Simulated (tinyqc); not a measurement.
Nanowire ballistic transistor, top-of-the-barrier model: one step of the calculation.

At the top of the source barrier, states moving towards the drain are filled by the source (Fermi level 0) and states moving back by the drain (Fermi level -q Vd); nothing scatters. U is the shift of the band edge there, set by the capacitances CG, CD and CS (the total) and by the charge. Parabolic one-dimensional subbands; the source is grounded.

Problem. Current, mean velocity and share of the gate voltage. N0 = gv sqrt(2 m kB T/pi)/hbar, CG = 2 pi eps0 eox/ln(1 + 2 tox/d), CS = CG/aG, n0 = n at U = 0 and Vd = 0. eta1 = -(E0 + U)/Vt, eta2 = eta1 - Vd/Vt, n = (N0/2)[F_(-1/2)(eta1) + F_(-1/2)(eta2)], F_(-1/2)(x) = (1/sqrt(pi)) int_0^infinity u^(-1/2)/(1 + exp(u - x)) du. Each F is summed over the two subbands, F(eta) + F(eta - dE/Vt), which share the mass. I = gv (2 q^2/h) Vt [ln(1 + exp eta1) - ln(1 + exp eta2)], summed over both subbands. Mean velocity I/(q n). CQ = (q/Vt) dn/d(eta1); the band edge follows the gate as -dU/dVg = aG/(1 + CQ/CS).

Values chosen for this exercise; mass and valleys made up:
```
symbol  value  unit                                                                 meaning
T         150     K                                                             temperature
m       0.641    m0                                                          effective mass
gv          4                                                             valley degeneracy
eox        16                                   relative permittivity of the gate insulator
tox       2.6    nm                                                     insulator thickness
d           2    nm                                                           wire diameter
dE       0.08    eV                                    offset of a second subband (0: none)
aG       0.93                                                            gate control CG/CS
E0       0.21    eV  band edge at the barrier top above the source Fermi level at zero bias
Vd        0.7     V                                                           drain voltage
```

Constants: q = 1.602176634e-19 C, kB = 1.380649e-23 J/K, hbar = 1.054571817e-34 J s, h = 6.62607015e-34 J s, m0 = 9.1093837015e-31 kg, Vt = kB T/q, eps0 = 8.8541878128e-14 F/cm where lengths are in cm. Results are converted to the units shown.

converged U = -0.28073124 eV

Wanted: eta1; n; I; mean velocity; CQ; -dU/dVg.

Solution.

eta1 = 5.472
n = 1.559e7 cm^-1
I = 23.53 uA
mean velocity = 9.418e6 cm/s
CQ = 34.83 pF/cm
-dU/dVg = 0.1643 eV/V

The carriers from the source are degenerate (eta1 = 5.47), and the mean velocity is 1.98 times vT = sqrt(2 kB T/(pi m)) = 4.75e6 cm/s.

tinyqc, about 0.08 s, one thread, Intel Xeon 2.30GHz (shared host): `OMP_NUM_THREADS=1 python tinyqc.py 2400013 2400014 out.jsonl`
